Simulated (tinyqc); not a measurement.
Input admittance of a MOSFET at zero drain bias: distributed channel and distributed gate: two steps of the calculation.

Source and drain grounded, strong inversion, w = 2 pi f, Cox = eps0 eox/tox. The channel is an RC line of resistance 1/(mu Cox Vo) per square fed from both ends, so one finger has the intrinsic admittance y = i w Cox L tanh(g)/g per width, g = (1/2) sqrt(i w tau), tau = L^2/(mu Vo). The vertical resistance rv/L is in series with y, the overlaps 2 i w Cov in parallel: y_t = 1/(1/y + rv/L) + 2 i w Cov. The gate strip is a line of Rsh/L per length loaded by y_t, so a finger has Y = y_t Wf tanh(k)/k, k = (Wf/sd) sqrt(y_t Rsh/L); the device has Nf Y.

Parameters, values chosen for the exercise; values of the order met in silicon radio-frequency transistors:
- eox = 3.9 (relative permittivity of the gate insulator (close to silicon dioxide))
- tox = 2.6 nm (insulator thickness)
- L = 0.55 um (channel length)
- Wf = 1.6 um (finger width)
- Nf = 1 (number of fingers)
- mu = 350 cm^2/(V s) (channel mobility)
- Vo = 0.66 V (gate overdrive)
- Rsh = 24 ohm/square (sheet resistance of the gate)
- rv = 0 ohm um^2 (vertical resistivity of the gate stack)
- sd = 1 (number of ends at which a finger is contacted)
- Cov = 0.28 fF/um (overlap and fringe capacitance on each side)
- f = 40 GHz (frequency)

Constants: eps0 = 8.8541878128e-14 F/cm where lengths are in cm. Results are converted to the units shown.

Question 1. Low-frequency resistances and capacitance. Low-frequency limits, with c = Cox L and ct = c + 2 Cov: R_strip = Rsh Wf/(3 sd^2 L Nf), R_ch = (c/ct)^2 L/(12 mu Cox Vo Wf Nf), R_vert = (c/ct)^2 rv/(L Wf Nf), C = ct Wf Nf.

Wanted: parts; sum; C; 1/(2 pi R C).

Answer 1.

parts (ohm): strip 23.273, channel 80.547, vertical 0
sum = 103.82 ohm
C = 12.584 fF
1/(2 pi R C) = 121.83 GHz

The channel term is the largest, 77.6 % of the sum.

Question 2. Input impedance of the device. k and Y as defined; Z = 1/(Nf Y) = R + 1/(i w C); Q = |Im Z|/R; signal at the point farthest from a contact |1/cosh k|.

y_t = 453.8496+1827.4587i uS/um

Give: k; Nf Y; R; C; Q; signal at the far point.

Answer 2.

k = 0.3613+0.2825i
Nf Y = 0.900+2.813i mS
R = 103.2 ohm
C = 12.34 fF
Q = 3.125
signal at the far point = 0.9719

Program tinyqc, `OMP_NUM_THREADS=1 python tinyqc.py 2262207 2262208 out.jsonl`; Intel Xeon 2.30GHz, shared host, one thread, about 0.01 s.
